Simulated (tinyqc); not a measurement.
Inside a calculation. Model: grain-boundary trapping model (Seto) of a polycrystalline semiconductor film. Computed by tinyqc, a small Python program that keeps every step. Command: `OMP_NUM_THREADS=1 python tinyqc.py 3014987 3014988 out.jsonl poly walk`. One thread of a shared host (Intel(R) Xeon(R) Processor @ 2.30GHz), about 0.01 s of CPU time with the checks. Intermediate numbers are printed to about 6 digits and carried at full precision; extremes and crossings named in words are read from the listed rows.

Grains of equal size L are joined by thin boundaries with one trap level. Trapped carriers deplete a width W on each side and raise a barrier, crossed by thermionic emission. Dopants are fully ionised, statistics are non-degenerate and mu_g does not depend on T.

Inputs (values chosen for the exercise, modelled on polycrystalline silicon):

| quantity | value | unit |
|---|---|---|
| permittivity eps | 11.7 | - |
| effective mass m | 0.42 | m_0 |
| effective density of states at 300 K, N_c | 2e+19 | 1/cm^3 |
| grain size L | 170 | nm |
| trap density Q_t | 1.1e+12 | 1/cm^2 |
| trap level E_t below the band edge | 0.31 | eV |
| doping N | 5.3e+17 | 1/cm^3 |
| mobility inside the grains mu_g | 77 | cm^2/(V s) |
| temperature T | 300 | K |

Grain interior: resistance included.

Constants: e = 1.602176634e-19 C; eps_0 = 8.8541878128e-12 F/m; k_B = 8.617333262e-05 eV/K; m_0 = 9.1093837015e-31 kg; k_B = 1.380649e-23 J/K.

## Critical doping

If all traps fill, the grain is just depleted at N* = Q_t/L, with the barrier e Q_t L/(8 eps eps_0).

N* = 6.47059e+16 1/cm^3

barrier at N* with all traps filled = 0.361516 V

The traps stay filled only while e V_B is below E_t - k_B T ln(N_c(T)/N*) = 0.162 eV. The barrier above exceeds that or lies within 2 k_B T of it, so band bending brings the traps close to or above E_F before all fill, and the real maximum is lower.

## Barrier

N_c(T) = N_c (T/300 K)^(3/2). Filled traps Q = Q_t/(1 + (1/2) exp((E_t* - E_F)/k_B T)), where E_t* = e V_B - E_t and E_F are counted from the band edge at the grain centre. Partial depletion: Q = 2 N W, V_B = e N W^2/(2 eps eps_0), E_F = k_B T ln(N/N_c); solve for W. If that W would exceed L/2 the grain is fully depleted: W = L/2, Q = N L, and E_F follows from the trap equation. Centre density n_0 = N_c exp(E_F/k_B T).

depletion width W = 10.3707 nm

barrier V_B = 0.0440795 V

E_F = -0.0938585 eV

centre density n_0 = 5.30e+17 1/cm^3

The grain is partly depleted; 99.9 % of the traps are filled, and they hold 12.2 % of the carriers. Caution: e V_B is below 2 k_B T, where the depletion approximation fails and the mean density does not balance the trapped charge.

## Resistivity and effective mobility

Boundary: sigma_b = L e^2 n_0 exp(-e V_B/k_B T)/sqrt(2 pi m k_B T); drift through the grain, depleted parts included: rho_g = [(1 - 2W/L) + (2W/L) int_0^1 exp(y^2 s^2) ds]/(e n_0 mu_g); rho = 1/sigma_b + rho_g. Mean carrier density n_av = n_0 [(1 - 2W/L) + (2W/L) (sqrt(pi)/2) erf(y)/y], y = sqrt(e V_B/k_B T); effective mobility 1/(e n_av rho).

boundary resistivity = 0.0237366 ohm cm

drift resistivity rho_g = 0.172169 ohm cm

resistivity rho = 0.195906 ohm cm

mean carrier density = 5.06379e+17 1/cm^3

effective mobility = 62.9168 cm^2/(V s)

A single crystal with the same N and mu_g would have 0.153 ohm cm, a factor 1.28 lower.

## Activation energy

E_a = d ln(rho)/d(1/k_B T) from T - 5 K and T + 5 K; temperature coefficient d ln(rho)/dT.

activation energy E_a = 0.00821610 eV

temperature coefficient = -0.105967 %/K

With a fixed barrier the boundary term gives E_a = e V_B - k_B T/2 = 0.0312 eV, the second term coming from the thermal velocity in the prefactor.

## Against the doping

The formulas are those given above.

The same film:

| N (1/cm^3) | W (nm) | V_B (V) | mean density (1/cm^3) | mobility (cm^2/(V s)) | rho (ohm cm) |
|---|---|---|---|---|---|
| 1.90e+15 | 85.0000 | 0.010615 | 2.48334e+12 | 73.1628 | 3.43529e+04 |
| 6.50e+15 | 85.0000 | 0.036316 | 1.91104e+13 | 60.7725 | 5.37419e+03 |
| 1.60e+16 | 85.0000 | 0.089393 | 3.05435e+14 | 24.8030 | 8.23886e+02 |
| 3.20e+16 | 81.4562 | 0.164189 | 1.21141e+16 | 3.1620 | 1.62946e+02 |
| 5.20e+16 | 63.7246 | 0.163292 | 2.67571e+16 | 2.8528 | 8.17662e+01 |
| 7.80e+16 | 51.3495 | 0.159043 | 4.77080e+16 | 3.1930 | 4.09734e+01 |
| 1.30e+17 | 37.7367 | 0.143159 | 9.40016e+16 | 5.5171 | 1.20348e+01 |
| 2.60e+17 | 20.9994 | 0.088661 | 2.26234e+17 | 29.5037 | 9.35091e-01 |
| 6.50e+17 | 8.4583 | 0.035960 | 6.29288e+17 | 66.9846 | 1.48069e-01 |
| 2.60e+18 | 2.1153 | 0.008996 | 2.59322e+18 | 74.0068 | 3.25221e-02 |

The barrier peaks among these rows at N = 3.2e16 (0.164 V) and the mobility has its minimum at 5.2e16; N* is 6.5e16. While the grain is fully depleted (W = L/2) V_B grows as N; once all traps are filled it falls as 1/N (last exponent -1.00). From 3.2e16 to 7.8e16 it is pinned, because the trap level has met E_F and the traps fill only in part. Partly depleted rows (W < L/2) with e V_B below 2 k_B T stretch the depletion approximation. Where N approaches N_c the non-degenerate statistics fail. rho drops most steeply, as N^-3.7, between 1.3e17 and 2.6e17.

Checks made by the program: charge in the traps against the depleted charge (relative difference below 1e-10).
